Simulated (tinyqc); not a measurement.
## A discretised effective-mass wire between two leads, recursive Green functions: the device repeated

Finite differences on a grid of step a give a chain with hopping -t, t = C/(m a^2), C = hbar^2/(2 m0), and site energies 2 t + U_i for the N = 8 sites of the device; the semi-infinite leads have site energy 2 t. Each slice is one site, and V = -t couples neighbouring slices.

Sigma = t^2 g(E - 2 t), g(x) = (x - i sqrt(4 t^2 - x^2))/(2 t^2) for |x| < 2 t and (x - sign(x) sqrt(x^2 - 4 t^2))/(2 t^2) otherwise; Gamma = i (Sigma - Sigma^dagger); both leads give the same. Forward pass: g_1 = (E - H_1 - Sigma)^(-1), g_i = (E - H_i - V g_(i-1) V^dagger)^(-1), with Sigma also subtracted on the last slice; G_(i,1) = g_i V G_(i-1,1), starting from g_1. H_i is the block of slice i, its site energy. T(E) = Tr[Gamma G_(N,1) Gamma G_(N,1)^dagger]. The list U is repeated k times, so the device has k N slices.

Parameters, values chosen for the exercise: effective mass m = 0.065 m0; grid step a = 1.1 nm; potential on the sites 1 to N U = [0, 0.25, 0.25, 0.25, 0, 0, 0, 0] eV; energy above the band bottom of the leads E = 0.12 eV.

Constants: q = 1.602176634e-19 C, hbar = 1.054571817e-34 J s, m0 = 9.1093837015e-31 kg, hbar^2/(2 m0) = 0.0380998212 eV nm^2. Results are converted to the units shown.

The device repeated:

| k | T(E) | ln T(E) |
|---|---|---|
| 1 | 0.1688 | -1.779 |
| 2 | 0.01250 | -4.382 |
| 3 | 8.964e-4 | -7.017 |
| 4 | 6.416e-5 | -9.654 |
| 5 | 4.591e-6 | -12.29 |
| 6 | 3.286e-7 | -14.93 |
| 8 | 1.683e-9 | -20.20 |
| 10 | 8.618e-12 | -25.48 |
| 12 | 4.413e-14 | -30.75 |

Read the table: what changes, and by how much?

T(E) falls from 0.169 to 4.41e-14; over the last rows ln T(E) drops by a steady 2.64 a repeat: the energy lies in a gap of the periodic structure that the repeats form, with a decay length of 6.07 slices for the amplitude.

Numbers from tinyqc (`OMP_NUM_THREADS=1 python tinyqc.py 2660021 2660022 out.jsonl`; about 0.01 s on one thread of a shared Intel Xeon 2.30GHz).
